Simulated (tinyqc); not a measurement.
Matthiessen's rule against the full average: mobility of a non-polar semiconductor in the relaxation-time approximation. Computed by tinyqc, a small Python program. Command: `OMP_NUM_THREADS=1 python tinyqc.py 3006035 3006036 out.jsonl rta walk`. One thread of a shared host (Intel(R) Xeon(R) Processor @ 2.30GHz), about 0.01 s of CPU time with the checks.

Each valley is treated as a sphere of mass m_d for states and rates, with one isotropic relaxation time; the conductivity mass m_c sets the current.

Inputs (values chosen for the exercise, modelled on holes in silicon):
```
quantity                                          value       unit
longitudinal mass m_l                             0.514        m_0
transverse mass m_t                               0.514        m_0
equivalent valleys Z                                  1          -
static permittivity eps_s                          11.7          -
density rho                                        2329     kg/m^3
sound velocity v_l                                 9210        m/s
acoustic deformation potential D_A                  5.1         eV
phonon energy hbar w                               62.3        meV
optical or intervalley deformation potential D_o    9.6  1e8 eV/cm
final valleys Z_f                                     1          -
carrier density n                                 7e+18     1/cm^3
compensation ratio C                                  0          -
temperature T                                       500          K
```

Band: parabolic. Impurity formula: Brooks-Herring. Further scattering: none.

Constants: k_B = 8.617333262e-05 eV/K; m_0 = 9.1093837015e-31 kg; e = 1.602176634e-19 C; hbar = 1.054571817e-34 J s; eps_0 = 8.8541878128e-12 F/m; k_B = 1.380649e-23 J/K; hbar = 6.582119569e-16 eV s.

Method:
- m_d = (m_l m_t^2)^(1/3); 1/m_c = (1/m_l + 2/m_t)/3; Hall mass factor A = 3 K_m (K_m + 2)/(2 K_m + 1)^2, K_m = m_l/m_t; N_I = n (1 + C)/(1 - C).
- Parabolic band: E = hbar^2 k^2/(2 m), speed v = hbar k/m, states per spin, volume and energy g(E) = m k/(2 pi^2 hbar^2). Here m = m_d. Masses are multiplied by m_0 and all formulas are in SI units.
- The reduced Fermi level eta = E_F/(k_B T) solves n = 2 Z int g f dE with f = 1/(1 + exp(x - eta)) (Z = 1 unless valleys are given); screening length L_s = sqrt(eps_s eps_0 k_B T/(e^2 dn/deta)), dn/deta = 2 Z int g f (1 - f) dE.
- Integrals over x = E/(k_B T) use 160 Gauss-Legendre points in u = sqrt(x) from 0 to sqrt(max(eta, 0) + 32).
- Phonon occupation N_q = 1/(exp(hbar w/(k_B T)) - 1).
- Acoustic deformation potential (elastic, equipartition, absorption and emission together): 1/tau = 2 pi k_B T D_A^2 g(E)/(hbar rho v_l^2).
- Optical or intervalley deformation potential: 1/tau = (pi Z_f D_o^2/(rho w)) [N_q g(E + hbar w) + (N_q + 1) g(E - hbar w)], with g = 0 below the band edge.
- Each optical term is multiplied by (1 - f(E'))/(1 - f(E)), E' the final energy, for Pauli blocking.
- Singly charged impurities, momentum relaxation: 1/tau = N_I e^4 m (1 + 2 alpha E) Phi/(8 pi (eps_s eps_0)^2 hbar^3 k^3), with alpha = 0 for a parabolic band.
- Brooks-Herring: Phi = ln(1 + b) - b/(1 + b), b = 4 k^2 L_s^2.
- mu = (m_d/m_c) (2 Z e/(3 n k_B T)) int g v^2 tau f (1 - f) dE.
- Averages over x are split at the emission threshold x_0 = hbar w/(k_B T): 64 Gauss-Legendre points in sqrt(x) below it and 128 in sqrt(x - x_0) above it, up to x = max(eta, 0) + 32.
- Rates are added at each energy before the average. With <y> = int g v^2 y f (1 - f) dE: Hall factor r_H = A (3 n k_B T/(2 Z m_d)) <tau^2/(1 + 2 alpha E)>/<tau>^2 (alpha = 0 for a parabolic band); Hall mobility r_H mu; |S| = (k_B/e) (<x tau>/<tau> - eta); resistivity 1/(n e mu).
- Matthiessen's rule adds 1/mu of the separate processes.

acoustic mobility = 1084.87 cm^2/(V s)

optical mobility = 540.078 cm^2/(V s)

ionised impurity mobility = 419.177 cm^2/(V s)

drift mobility mu = 135.972 cm^2/(V s)

Separate mobilities:
```
process           mu (cm^2/(V s))  share of the sum of 1/mu (%)
acoustic                   1084.9                        17.867
optical                     540.1                        35.890
ionised impurity            419.2                        46.242
```

mobility by Matthiessen's rule = 193.84 cm^2/(V s)

excess of Matthiessen's rule over the full mu = 42.556 %

What does the comparison show, and why?

The rule gives 193.8 against the full 136.0, 42.6 % too high; it can only overestimate, since each separate average is carried by the energies where that process is weak. The error is large because ionised impurity and optical scattering both carry weight and depend on energy in different ways. Caution: above a few 1e18 per cm^3 the Born approximation, static screening and an unperturbed band are rough; measured mobilities are usually lower.
